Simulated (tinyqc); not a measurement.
Quasi-harmonic thermal expansion with mode Grueneisen parameters: one step, computed by the program tinyqc. Command: `OMP_NUM_THREADS=1 python tinyqc.py 3004603 3004604 out.jsonl qha walk`. One thread of a shared host (Intel(R) Xeon(R) Processor @ 2.30GHz), about 0.03 s of CPU time with the checks.

A crystal with two atoms a cell; per atom there are 1 transverse acoustic (TA), 1/2 longitudinal acoustic (LA) and 3/2 optical (O) modes. Every frequency of group i scales as nu_i (V/V0)^(-gamma_i). Each group has one frequency. Static energy: E = (9 V0 B0/16) [y^3 B' + y^2 (2 - 4 y)], y = (V0/V)^(2/3) - 1, with pressure P_s = (3 B0/2) (z^7 - z^5) [1 + (3/4)(B' - 4)(z^2 - 1)], z = (V0/V)^(1/3).

Question. Properties at the equilibrium volume. For a mode with x = h nu/(k_B T), n = 1/(exp(x) - 1): U = h nu (n + 1/2), C/k_B = x^2 n (n + 1); U_i and C_i sum these over group i with its weight per atom. Phonon pressure P_ph = sum_i gamma_i U_i/V. B_T = -V d(P_s + P_ph)/dV at fixed T (central difference, step 1e-4 V); alpha_V = sum gamma_i C_i k_B/(B_T V), all at V(T); the linear coefficient is alpha_L = alpha_V/3. C_P - C_V = alpha_V^2 B_T V T; the optical frequency is nu_O (V/V0)^(-gamma_O).

Inputs (values chosen for the exercise, modelled on gallium nitride):

| quantity | value | unit |
|---|---|---|
| static volume V0 | 11.4 | angstrom^3/atom |
| static bulk modulus B0 | 193 | GPa |
| static B' | 4.35 | - |
| frequency nu_TA | 5.4 | THz |
| frequency nu_LA | 9.26 | THz |
| frequency nu_O | 17.8 | THz |
| Grueneisen parameter gamma_TA | 0.032 | - |
| Grueneisen parameter gamma_LA | 0.92 | - |
| Grueneisen parameter gamma_O | 1.2 | - |
| temperature T | 200 | K |

Acoustic groups: Einstein.

volume V(T) = 11.46644 angstrom^3/atom

Constants: h x 1 THz = 4.135667696 meV; k_B = 8.617333262e-05 eV/K; 1 eV/angstrom^3 = 160.2176634 GPa.

Give: volume change from V0; isothermal bulk modulus B_T; linear expansion coefficient; C_V; C_P - C_V; optical frequency at V(T).

Answer.

volume change from V0 = 0.5828 %

isothermal bulk modulus B_T = 190.3 GPa

linear expansion coefficient = 1.725 ppm/K

C_V = 1.609 k_B/atom

C_P - C_V = 8.472e-04 k_B/atom

optical frequency at V(T) = 17.68 THz
